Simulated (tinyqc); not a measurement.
Changing the background pressure p: vacuum evaporation: vapour pressure, source flux, thickness distribution, purity and step coverage. Computed by tinyqc, a small Python program. Command: `OMP_NUM_THREADS=1 python tinyqc.py 3111136 3111137 out.jsonl evap sweep`. One thread of a shared host (Intel(R) Xeon(R) Processor @ 2.30GHz), about 0.01 s of CPU time with the checks.

Molecular flow, unit sticking of the metal, no re-evaporation. The background gas is taken as water vapour (18.015 g/mol, collision diameter 0.37 nm) at 300 K.

Inputs (values chosen for the exercise, modelled on germanium, with constants for the liquid):

| quantity | value | unit |
|---|---|---|
| molar mass M | 72.63 | g/mol |
| film density rho | 5.32 | g/cm^3 |
| vapour-pressure constant A | 10.68 | - |
| vapour-pressure constant B | 17600 | K |
| source temperature T | 1640 | K |
| source area | 0.13 | cm^2 |
| directionality n | 1 | - |
| source-to-wafer distance h | 43 | cm |
| wafer radius R | 2.5 | cm |
| sticking of background gas | 0.9 | - |

Constants: u = 1.6605390666e-27 kg; k_B = 1.380649e-23 J/K; R = 8.314462618 J/(mol K).

Method:
- log10(p_v/Pa) = A - B/T; flux from the surface Phi = p_v/sqrt(2 pi m k_B T), m = M u.
- Mass loss = Phi x area x m; heat of evaporation = ln(10) R B; d ln Phi/dT = ln(10) B/T^2 - 1/(2 T).
- A small source emits (n + 1) Phi area cos^n(phi)/(2 pi) per solid angle; on a parallel plane at height h and lateral distance l the arrival rate is (n + 1) Phi area/(2 pi h^2) x (1 + (l/h)^2)^(-(n + 3)/2). Growth rate = arrival rate x m/rho, m = M u. The wafer is fixed and centred above the source.
- Mean free path lambda = k_B T_g/(sqrt2 pi d^2 p); unscattered share exp(-h/lambda); gas arrival p/sqrt(2 pi m_g k_B T_g); impurity ratio = sticking x gas arrival/metal arrival; monolayer time = 1e15 cm^-2/(sticking x gas arrival).

One run for each value:

| background pressure p (Pa) | impurity ratio | unscattered share | monolayer time (s) | mean free path (m) |
|---|---|---|---|---|
| 1.00e-08 | 2.127e-03 | 1.000e+00 | 3.100e+04 | 6.810e+05 |
| 1.00e-07 | 2.127e-02 | 1.000e+00 | 3.100e+03 | 6.810e+04 |
| 1.00e-06 | 2.127e-01 | 9.999e-01 | 3.100e+02 | 6.810e+03 |
| 1.00e-05 | 2.127e+00 | 9.994e-01 | 3.100e+01 | 6.810e+02 |
| 1.00e-04 | 2.127e+01 | 9.937e-01 | 3.100e+00 | 6.810e+01 |
| 1.00e-03 | 2.127e+02 | 9.388e-01 | 3.100e-01 | 6.810e+00 |
| 1.00e-02 | 2.127e+03 | 5.318e-01 | 3.100e-02 | 6.810e-01 |
| 1.00e-01 | 2.127e+04 | 1.810e-03 | 3.100e-03 | 6.810e-02 |

Over the rows, impurity ratio rises from 0.00213 to 21300 (exponent d ln y / d ln x about 1.0 throughout); unscattered share falls from 1.000 to 0.00181; monolayer time (s) falls from 31000 to 0.00310 (exponent d ln y / d ln x about -1.0 throughout).

Caution (rows 1.00e-5, 1.00e-4, 0.00100, 0.0100, 0.100): more gas than metal sticks, so a compound rather than a metal film would grow.
